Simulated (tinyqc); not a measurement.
Inside a calculation. Model: p-n diode with diffusion and depletion-layer recombination.

Program tinyqc, `OMP_NUM_THREADS=1 python tinyqc.py 2260113 2260114 out.jsonl`; Intel Xeon 2.30GHz, shared host, one thread, about 0.01 s. Printed values are rounded.

Abrupt junction in the depletion approximation, low injection, full ionisation, neutral widths fixed, ohmic contact on the p side. Vj is the junction voltage; where a series resistance Rs is given, V = Vj + J Rs is the terminal voltage.

Parameters, values chosen for the exercise; band and dielectric values close to those of gallium nitride: temperature T = 300 K; band gap Eg = 3.42 eV; relative permittivity eps_r = 9.37; conduction-band density of states at T Nc = 2.32e18 cm^-3; valence-band density of states at T Nv = 4.61e19 cm^-3; acceptor density Na = 7e17 cm^-3; donor density Nd = 2.6e15 cm^-3; electron mobility in the p side mun = 280 cm^2/(V s); hole mobility in the n side mup = 26 cm^2/(V s); electron lifetime tn = 4e-8 s; hole lifetime tp = 1e-9 s; neutral width of the p side wp = 18 um; neutral width of the n side wn = 15 um; recombination velocity at the n contact Sp = 1e7 cm/s; series resistance Rs = 0.016 ohm cm^2; trap level above the intrinsic level Et = 0 eV; junction voltage at which recombination is evaluated Vj = 1.33 V; terminal voltage V = 2.99 V.

Constants: q = 1.602176634e-19 C, kB = 1.380649e-23 J/K, Vt = kB T/q, eps0 = 8.8541878128e-14 F/cm where lengths are in cm. Results are converted to the units shown.

Range of the model: At the terminal voltage used the injected minority density exceeds a tenth of the lighter doping, so the low-injection formulas overstate the current.

## Diffusion lengths and saturation currents

ni = sqrt(Nc Nv) exp(-Eg/(2 Vt)), Eg in volts; D = mu Vt; Ln = sqrt(Dn tn), Lp = sqrt(Dp tp); J0n = q ni^2 Dn coth(wp/Ln)/(Ln Na); J0p = (q ni^2 Dp/(Lp Nd)) (s + tanh(wn/Lp))/(1 + s tanh(wn/Lp)), s = Sp Lp/Dp.

ni = 1.94025e-10 cm^-3
Ln = 5.38091 um
Lp = 0.259259 um
J0n = 1.16200e-52 A/cm^2
J0p = 6.01435e-50 A/cm^2

wp/Ln = 3.3 and wn/Lp = 58; holes carry 99.8 % of the diffusion current.

## Recombination in the depleted layer

ni = sqrt(Nc Nv) exp(-Eg/(2 Vt)), Eg in volts. Vbi = Vt ln(Na Nd/ni^2), W = sqrt(2 eps0 eps_r (Vbi - Vj)(1/Na + 1/Nd)/q), xp = W Nd/(Na + Nd), xn = W Na/(Na + Nd); u(x) = q Na (x + xp)^2/(2 eps0 eps_r) for x < 0 and Vbi - Vj - q Nd (xn - x)^2/(2 eps0 eps_r) for x > 0; p = Na exp(-u/Vt), n = Nd exp((u - Vbi + Vj)/Vt); U = ni^2 (exp(Vj/Vt) - 1)/(tp (n + ni exp(Et/Vt)) + tn (p + ni exp(-Et/Vt))); J_scr = q times the integral of U from -xp to xn. Trapezoid rule on 15 equal steps.

W = 849.757 nm
x, point 0 to 15 (nm): [-3.145, 53.506, 110.156, 166.807, 223.457, 280.108, 336.758, 393.409, 450.059, 506.709, 563.360, 620.010, 676.661, 733.311, 789.962, 846.612]
u, point 0 to 15 (V): [0.00000, 0.22694, 0.44448, 0.64591, 0.83122, 1.00041, 1.15350, 1.29046, 1.41132, 1.51606, 1.60469, 1.67720, 1.73360, 1.77388, 1.79805, 1.80611]
n, point 0 to 15 (cm^-3): [1.18478e-15, 7.69354e-12, 3.47224e-8, 8.40218e-5, 0.109011, 75.8311, 28282.7, 5.65578e6, 6.06403e8, 3.48600e10, 1.07446e12, 1.77563e13, 1.57330e14, 7.47426e14, 1.90380e15, 2.6e15]
p, point 0 to 15 (cm^-3): [7e17, 1.07797e14, 2.38849e10, 9.87057e6, 7607.87, 10.9367, 0.0293233, 1.46636e-4, 1.36764e-6, 2.37906e-8, 7.71867e-10, 4.67069e-11, 5.27135e-12, 1.10960e-12, 4.35624e-13, 3.18978e-13]
U, point 0 to 15 (cm^-3 s^-1): [2.96194e-8, 1.92339e-4, 0.868061, 2100.54, 2.72528e6, 1.61571e9, 2.93221e7, 1.46636e5, 1367.64, 23.7906, 0.771867, 0.0467069, 0.00527135, 0.00110960, 4.35624e-4, 3.18978e-4]
J_scr = 1.49571e-15 A/cm^2

With 2000 steps J_scr = 1.058e-15 A/cm^2; the coarse value is 41 % above it. U is largest at x = 280 nm among these points; the peak lies where tp n = tn p. On the fine grid U peaks at 2.276e9 cm^-3 s^-1, and J_scr/(q U_max) is 3.41 % of W, the effective width of the recombining zone.

## Starting value

Vj = V.

Vj at the start = 2.99 V

## Iteration 1: new Vj

J0 = J0n + J0p = 6.02597e-50 A/cm^2

Diffusion current alone: J = J0 (exp(Vj/Vt) - 1), g = Vj + J Rs - V, g' = 1 + Rs J0 exp(Vj/Vt)/Vt, Vj(new) = Vj - g/g'.

J = 10.2286 A/cm^2
g = 0.163657 V
g' = 7.33055
Vj after iteration 1 = 2.96767 V

## Iteration 2: new Vj

As before.

J = 4.31286 A/cm^2
g = 0.0466804 V
g' = 3.66926
Vj after iteration 2 = 2.95495 V

## Course of the iteration

Stop when the step is below 1e-10 V, or after 80 iterations.

Course of the iteration:
```
iteration  Vj before the step (V)   step (V)
1                            2.99    -0.0223
2                         2.96767    -0.0127
3                         2.95495   -2.71e-3
4                         2.95224   -9.08e-5
5                         2.95215   -9.50e-8
6                         2.95215  -1.04e-13
```

Converged in 6 iterations.
